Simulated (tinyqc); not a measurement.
## Activation energy from two powers

Problem. P(T) = Pd + Pl (T/300 K)^2 exp[(q Ea/kB)(1/(300 K) - 1/T)]. Find Ea and Pl.

Values chosen for this exercise: temperature-independent switching power Pd = 0.89 W.

Constants: q = 1.602176634e-19 C, kB = 1.380649e-23 J/K. Results are converted to the units shown.

P at T = 360 and 400 K (W): [1.07309506, 1.79399311]

Answer. Subtract Pd; the ratio of the leakage powers, divided by the T^2 factors, is an Arrhenius factor.

Ea = 0.4300 eV
Pl = 0.007950 W

Program tinyqc, `OMP_NUM_THREADS=1 python tinyqc.py 2520059 2520060 out.jsonl`; Intel Xeon 2.30GHz, shared host, one thread, about 0.01 s.
